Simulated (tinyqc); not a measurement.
Changing the spring ratio k'/k at the defect: vibrations of a mass or spring defect in a linear chain. Computed by tinyqc, a small Python program. Command: `OMP_NUM_THREADS=1 python tinyqc.py 3001561 3001562 out.jsonl localmode sweep`. One thread of a shared host (Intel(R) Xeon(R) Processor @ 2.30GHz), about 0.03 s of CPU time with the checks.

A ring of N atoms with nearest-neighbour springs k and motion along the chain. Atom 1 is the defect, of mass M', and its two springs are k'. All other atoms have the mass M.

Inputs (values chosen for the exercise, for a model chain): spring constant k = 2.43 eV/angstrom^2; host mass M = 55.4 u; defect mass M' = 16.7 u.

Host: monatomic.

Constants: nu for 1 eV/(angstrom^2 u) = 15.6333042 THz.

Method:
- Host band: lambda from 0 to 4k/M.
- nu = 15.6333042 THz x sqrt(lambda), lambda in eV/(angstrom^2 u).
- D_ii = (sum of the two springs at i)/M_i, D_ij = -k_ij/sqrt(M_i M_j) for neighbours, closed into a ring.
- The same matrix for 120 atoms; amplitudes are the mass-weighted eigenvector, in size, relative to the defect, for the highest mode; its weight is the squared component of the normalised eigenvector on the defect.

One run for each value; columns: (1) spring ratio k'/k at the defect; (2) ratio to the top of the host band; (3) weight of the highest mode on the defect; (4) highest frequency, long ring (THz):
```
(1)     (2)         (3)     (4)
0.3  0.9999  1.7427e-06   6.548
0.6  1.0988  7.3329e-01   7.195
0.9  1.3282  8.1367e-01   8.698
1.2  1.5271  8.3373e-01  10.000
1.5  1.7037  8.4305e-01  11.156
1.8  1.8638  8.4846e-01  12.205
2.1  2.0113  8.5200e-01  13.171
2.4  2.1488  8.5449e-01  14.071
```

What does the table show, and why?

Over the rows, ratio to the top of the host band rises from 1.000 to 2.15 (exponent d ln y / d ln x 0.14 between the first rows and 0.50 between the last); weight of the highest mode on the defect rises from 1.74e-6 to 0.854 (exponent d ln y / d ln x 19 between the first rows and 0.022 between the last); highest frequency, long ring (THz) rises from 6.55 to 14.1 (exponent d ln y / d ln x 0.14 between the first rows and 0.50 between the last). A mode above the band (ratio over 1.0005) appears from k'/k = 0.60 on among these rows; stiffer springs raise its frequency further.

Extremes, crossings and ranges named in words are read from the listed rows.
